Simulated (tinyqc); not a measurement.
Worked calculation: polytypes and stacking faults of a tetrahedral semiconductor in an axial Ising model with couplings up to third neighbours. Computed by tinyqc, a small Python program that keeps every step. Command: `OMP_NUM_THREADS=1 python tinyqc.py 3005721 3005722 out.jsonl polytype walk`. One thread of a shared host (Intel(R) Xeon(R) Processor @ 2.30GHz), about 0.01 s of CPU time with the checks. Intermediate numbers are printed to about 6 digits and carried at full precision; extremes and crossings named in words are read from the listed rows.

Each double layer has s = +1 or -1 for the sense of its stacking step; E per pair of atoms = E0 - sum_n J_n <s_i s_(i+n)>, n = 1, 2, 3. Hexagonality h = (1 - <s_i s_(i+1)>)/2.

Inputs (values chosen for the exercise, of the order of those of SiC for J, a, G and the gaps):

| quantity | value | unit |
|---|---|---|
| J1 | 1.1 | meV/pair |
| J2 | -2.28 | meV/pair |
| J3 | -0.27 | meV/pair |
| basal lattice constant a | 3.08 | angstrom |
| shear modulus G | 188 | GPa |
| Poisson ratio nu | 0.22 | - |
| gap of 3C | 2.39 | eV |
| gap of 4H | 3.26 | eV |
| binding energy of the fault level E_b | 0.23 | eV |
| in-plane mass m | 0.41 | m0 |
| effective density of states N_c at 300 K | 3.1e+19 | 1/cm^3 |
| electron density n | 1.7e+15 | 1/cm^3 |
| temperature T | 800 | K |

Host polytype: 4H.

Constants: 1 eV/angstrom^2 = 16.02176634 J/m^2; m_0 = 9.1093837015e-31 kg; hbar = 1.054571817e-34 J s; k_B = 1.380649e-23 J/K; k_B = 8.617333262e-05 eV/K.

## Energies of the polytypes

correlations of the repeat units 3C (+), 2H (+-), 4H (++--), 6H (+++---), 15R (+++--), 8H (++++----), 21R (++++---), 9R (++-):
```
        n = 1     n = 2     n = 3
3C    1.00000   1.00000   1.00000
2H   -1.00000   1.00000  -1.00000
4H    0.00000  -1.00000   0.00000
6H    0.33333  -0.33333  -1.00000
15R   0.20000  -0.60000  -0.60000
8H    0.50000   0.00000  -0.50000
21R   0.42857  -0.14286  -0.71429
9R   -0.33333  -0.33333   1.00000
```

E - E(3C) = sum_n J_n (1 - C_n), C_n = <s_i s_(i+n)>. The gap is taken linear in h between 3C (h = 0) and 4H (h = 1/2), a rough rule, with a dash beyond.

Polytypes:

| polytype | h | E - E(3C) (meV/pair) | gap by the linear rule (eV) |
|---|---|---|---|
| 3C | 0.00000 | 0.00000 | 2.39000 |
| 2H | 1.00000 | 1.66000 | - |
| 4H | 0.50000 | -3.73000 | 3.26000 |
| 6H | 0.33333 | -2.84667 | 2.97000 |
| 15R | 0.40000 | -3.20000 | 3.08600 |
| 8H | 0.25000 | -2.13500 | 2.82500 |
| 21R | 0.28571 | -2.44000 | 2.88714 |
| 9R | 0.66667 | -1.57333 | - |

E(2H) - E(3C) = 1.66 meV/pair

E(4H) - E(3C) = -3.73 meV/pair

E(6H) - E(3C) = -2.84667 meV/pair

The lowest is 4H, 0.530 meV/pair below 15R. J1/|J2| = 0.48: for J3 = 0 and J2 < 0 the ground state is 2H below -2, 4H between -2 and 2, and 3C above 2; at 2 itself all periods with bands of two or more layers are degenerate. Four or more polytypes lie within 1.5 meV/pair, so small a spread that growth kinetics and seeds can decide.

## Back from three energies to J1, J2, J3

With d2, d4, d6 the energies of 2H, 4H, 6H over 3C: d2 = 2 J1 + 2 J3, d4 = J1 + 2 J2 + J3, d6 = (2/3) J1 + (4/3) J2 + 2 J3, so J2 = (d4 - d2/2)/2, J3 = (3/4)(d6 - (2/3) d4), J1 = d2/2 - J3.

J1 recovered = 1.1 meV/pair

J2 recovered = -2.28 meV/pair

J3 recovered = -0.270000 meV/pair

## Stacking-fault energies

fault coefficients k_n:
```
                      J1  J2  J3
single Shockley (31)   0  -4   0
double Shockley (62)  -4  -8   0
Frank-type (32)       -1  -2   3
```

Faults in 4H: the sequences single Shockley (31) (+++-), double Shockley (62) (++++++--), Frank-type (32) (+++--) are put between perfect repeats; k_n = (layers x C_n of the host) - sum_i s_i s_(i+n). gamma = sum k_n J_n/A, A = (sqrt 3/2) a^2; 1 meV/angstrom^2 = 16.02177 mJ/m^2.

gamma (mJ/m^2): single Shockley (31) 17.7858, double Shockley (62) 26.9907, Frank-type (32) 5.1680

energy of the glide fault, single Shockley (31) = 17.7858 mJ/m^2

The cheapest is the Frank-type (32) fault.

## Splitting of a basal screw dislocation

Screw line, bounded by the single Shockley (31) fault of energy gamma: b = a, partials b_p = a/sqrt 3; d = G b_p^2 (2 - 3 nu)/(8 pi gamma (1 - nu)). One partial is driven off by the shear stress gamma/b_p along its Burgers vector.

splitting width d = 22.8473 nm

stress to open the fault = 100.019 MPa

## Electronic energy gained by the fault

The fault binds electrons in a two-dimensional band E_b below the conduction edge, g2 = m m0/(pi hbar^2) for one valley. With the Fermi level held by the bulk, eta = ln[n/N_c(T)], N_c(T) = N_c (T/300)^1.5, the grand potential falls by g2 (k_B T)^2 F1(x), x = eta + E_b/(k_B T), F1(x) = integral from 0 to infinity of ln(1 + exp(x - t)) dt; sheet density g2 k_B T ln(1 + e^x). Band bending by the trapped charge is left out, so the gain is an upper bound. Net fault energy = gamma of the single Shockley (31) fault less the electronic gain.

x = -7.94606

sheet density = 4.17963e+09 1/cm^2

electronic gain = 4.61689e-04 mJ/m^2

net fault energy = 17.7853 mJ/m^2

The gain offsets 0.0026 % of the fault energy.

## Gain against electron density

The formulas are those given above.

At T:

| n (1/cm^3) | x | sheet density (1/cm^2) | gain (mJ/m^2) | gain/gamma | gain/gamma at T + 200 K |
|---|---|---|---|---|---|
| 1.00e+14 | -10.7793 | 2.45901e+08 | 2.71604e-05 | 1.52708e-06 | 8.76057e-07 |
| 1.00e+15 | -8.4767 | 2.45878e+09 | 2.71591e-04 | 1.52701e-05 | 8.76042e-06 |
| 1.00e+16 | -6.1741 | 2.45648e+10 | 2.71464e-03 | 1.52630e-04 | 8.75891e-05 |
| 1.00e+17 | -3.8715 | 2.43378e+11 | 2.70204e-02 | 1.51921e-03 | 8.74390e-04 |
| 1.00e+18 | -1.5689 | 2.23376e+12 | 2.58637e-01 | 1.45418e-02 | 8.59857e-03 |
| 5.00e+18 | 0.0405 | 8.42562e+12 | 1.10975e+00 | 6.23952e-02 | 4.02042e-02 |
| 2.00e+19 | 1.4268 | 1.93870e+13 | 3.17656e+00 | 1.78601e-01 | 1.33499e-01 |

For x well below 0 the gain is k_B T times the sheet density and linear in n; for x well above 0 the well fills and the gain grows only about as x^2. It stays below the fault energy in all rows; 200 K more changes it by a factor 0.57 at 1e16.

Checks made by the program: the recovered constants (relative difference below 1e-10).
